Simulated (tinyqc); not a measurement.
Resistance of a source-drain extension with a graded tip: effect of the depth of the extension.

y runs along the channel, the gate covers y > 0. The doping is N0 for y < y0 and N0 10^(-(y - y0)/la) beyond, uniform over the depth xj. Sheet conductance s(y) = q mu(N) max(N - Nch, 0) xj + (for y > 0) ma Cox Vo, with mu(N) = u0 + (u1 - u0)/(1 + (N/Nr)^au) and Cox = eps0 eox/tox. Current is taken as one-dimensional; depletion of the tip, spreading and the contact are left out. The metallurgical junction lies at yj, where N = Nch.

R_spacer = integral of dy/s from -Ls to 0, R_ov from 0 to yj, R_channel = (Lg - 2 yj)/(ma Cox Vo), R_total = 2 R_spacer + 2 R_ov + R_channel. Electrical length L_eff = ma Cox dR_total/d(1/Vo); R_series = R_total - L_eff/(ma Cox Vo).

Parameters, values chosen for the exercise; mobility law close to that of holes in silicon:
```
symbol    value        unit                                                                 meaning
eox         3.9              relative permittivity of the gate insulator (close to silicon dioxide)
tox         3.7          nm                                                     insulator thickness
N0       2.6e20       cm^-3                        active doping of the extension far from the gate
la          2.6   nm/decade                                                      lateral abruptness
y0          1.7          nm          position under the gate where the fall begins (gate edge at 0)
Nch      5.9e17       cm^-3                                                          channel doping
Ls           11          nm                                                           spacer length
Vo          0.6           V                                                          gate overdrive
ma           76  cm^2/(V s)                                      mobility of the gate-induced layer
u1        470.5  cm^2/(V s)                                                  mobility at low doping
u0         44.9  cm^2/(V s)                                                 mobility at high doping
Nr      2.23e17       cm^-3                                                        reference doping
au        0.719                                                                            exponent
Lg           45          nm                                                             gate length
```

Constants: q = 1.602176634e-19 C, eps0 = 8.8541878128e-14 F/cm where lengths are in cm. Results are converted to the units shown.

The same in every row: yj (nm) = 8.575; R_channel (ohm um) = 654.4.

Effect of the depth of the extension:
```
xj (nm)	R_spacer (ohm um)	R_ov (ohm um)	R_total (ohm um)	L_eff (nm)	R_series (ohm um)
4	13.92	78.67	839.6	32.19	83.10
5.6	9.942	69.55	813.4	31.51	72.93
7.7	7.230	61.31	791.5	30.92	64.90
11	5.061	52.62	769.8	30.33	57.09
15	3.712	45.59	753.0	29.88	50.95
21	2.651	38.61	736.9	29.46	44.76
29	1.920	32.57	723.4	29.12	39.20
40	1.392	27.22	711.6	28.84	34.00
```

As xj goes from 4 to 40, R_total falls from 840 to 712 ohm um, L_eff falls from 32.2 to 28.8 nm and R_series falls from 83.1 to 34.0 ohm um.

tinyqc, about 0.04 s, one thread, Intel Xeon 2.30GHz (shared host): `OMP_NUM_THREADS=1 python tinyqc.py 2282023 2282024 out.jsonl`
